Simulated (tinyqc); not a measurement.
Inside a calculation. Model: p-n diode with diffusion and depletion-layer recombination.

Computed by the program tinyqc: `OMP_NUM_THREADS=1 python tinyqc.py 2260071 2260072 out.jsonl`, one thread of a shared Intel Xeon 2.30GHz, about 0.01 s for the whole run. Printed values are rounded.

Abrupt junction in the depletion approximation, low injection, full ionisation, neutral widths fixed, ohmic contact on the p side. Vj is the junction voltage; where a series resistance Rs is given, V = Vj + J Rs is the terminal voltage.

Inputs (values chosen for the exercise); band and dielectric values close to those of silicon:

| symbol | value | unit | meaning |
|---|---|---|---|
| T | 325 | K | temperature |
| Eg | 1.14 | eV | band gap |
| eps_r | 11.9 |  | relative permittivity |
| Nc | 3.11e19 | cm^-3 | conduction-band density of states at T |
| Nv | 3.03e19 | cm^-3 | valence-band density of states at T |
| Na | 3e16 | cm^-3 | acceptor density |
| Nd | 3.3e15 | cm^-3 | donor density |
| mun | 1000 | cm^2/(V s) | electron mobility in the p side |
| mup | 480 | cm^2/(V s) | hole mobility in the n side |
| tn | 2e-6 | s | electron lifetime |
| tp | 3e-6 | s | hole lifetime |
| wp | 0.26 | um | neutral width of the p side |
| wn | 60 | um | neutral width of the n side |
| Sp | 1e7 | cm/s | recombination velocity at the n contact |
| Rs | 0.00081 | ohm cm^2 | series resistance |
| Et | -0.05 | eV | trap level above the intrinsic level |
| Vj | 0.33 | V | junction voltage at which recombination is evaluated |
| V | 0.54 | V | terminal voltage |

Constants: q = 1.602176634e-19 C, kB = 1.380649e-23 J/K, Vt = kB T/q, eps0 = 8.8541878128e-14 F/cm where lengths are in cm. Results are converted to the units shown.

## Diffusion lengths and saturation currents

ni = sqrt(Nc Nv) exp(-Eg/(2 Vt)), Eg in volts; D = mu Vt; Ln = sqrt(Dn tn), Lp = sqrt(Dp tp); J0n = q ni^2 Dn coth(wp/Ln)/(Ln Na); J0p = (q ni^2 Dp/(Lp Nd)) (s + tanh(wn/Lp))/(1 + s tanh(wn/Lp)), s = Sp Lp/Dp.

ni = 4.44740e10 cm^-3
Ln = 74.8416 um
Lp = 63.5052 um
J0n = 1.13785e-8 A/cm^2
J0p = 2.75628e-10 A/cm^2

wp/Ln = 0.0035 and wn/Lp = 0.94; electrons carry 97.6 % of the diffusion current.

## Recombination in the depleted layer

ni = sqrt(Nc Nv) exp(-Eg/(2 Vt)), Eg in volts. Vbi = Vt ln(Na Nd/ni^2), W = sqrt(2 eps0 eps_r (Vbi - Vj)(1/Na + 1/Nd)/q), xp = W Nd/(Na + Nd), xn = W Na/(Na + Nd); u(x) = q Na (x + xp)^2/(2 eps0 eps_r) for x < 0 and Vbi - Vj - q Nd (xn - x)^2/(2 eps0 eps_r) for x > 0; p = Na exp(-u/Vt), n = Nd exp((u - Vbi + Vj)/Vt); U = ni^2 (exp(Vj/Vt) - 1)/(tp (n + ni exp(Et/Vt)) + tn (p + ni exp(-Et/Vt))); J_scr = q times the integral of U from -xp to xn. Trapezoid rule on 13 equal steps.

W = 399.068 nm

```
point,x (nm),u (V),n (cm^-3),p (cm^-3),U (cm^-3 s^-1)
0,-39.547,0.000000,8.63781e9,3e16,4.31883e15
1,-8.850,0.021494,1.86084e10,1.39257e16,9.30392e15
2,21.848,0.073890,1.20843e11,2.14438e15,6.04083e16
3,52.545,0.123541,7.11472e11,3.64223e14,3.54426e17
4,83.243,0.168463,3.53806e12,7.32419e13,1.64371e18
5,113.941,0.208657,1.48609e13,1.74373e13,3.23875e18
6,144.638,0.244122,5.27229e13,4.91503e12,1.53741e18
7,175.336,0.274858,1.57989e14,1.64021e12,5.42346e17
8,206.033,0.300865,3.99876e14,6.48038e11,2.15679e17
9,236.731,0.322144,8.54864e14,3.03129e11,1.00997e17
10,267.428,0.338694,1.54363e15,1.67874e11,5.59468e16
11,298.126,0.350516,2.35429e15,1.10069e11,3.66854e16
12,328.824,0.357609,3.03285e15,8.54426e10,2.84784e16
13,359.521,0.359973,3.3e15,7.85256e10,2.61731e16
```

J_scr = 3.85564e-6 A/cm^2

With 2000 steps J_scr = 3.849e-6 A/cm^2; the coarse value is 0.17 % above it. U is largest at x = 114 nm among these points; the peak lies where tp n = tn p. On the fine grid U peaks at 3.263e18 cm^-3 s^-1, and J_scr/(q U_max) is 18.4 % of W, the effective width of the recombining zone.

## Starting value

Vj = V/2.

Vj at the start = 0.27 V

## Iteration 1: new Vj

J0 = J0n + J0p = 1.16541e-8 A/cm^2

Diffusion current alone: J = J0 (exp(Vj/Vt) - 1), g = Vj + J Rs - V, g' = 1 + Rs J0 exp(Vj/Vt)/Vt, Vj(new) = Vj - g/g'.

J = 1.79203e-4 A/cm^2
g = -0.270000 V
g' = 1.00001
Vj after iteration 1 = 0.539998 V

## Iteration 2: new Vj

As before.

J = 2.75576 A/cm^2
g = 0.00223062 V
g' = 1.07970
Vj after iteration 2 = 0.537932 V

## Course of the iteration

Stop when the step is below 1e-10 V, or after 80 iterations.

Course of the iteration:
```
iteration,Vj before the step (V),step (V)
1,0.27,0.270
2,0.539998,-2.07e-3
3,0.537932,-5.52e-6
4,0.537927,-3.75e-11
```

Converged in 4 iterations.
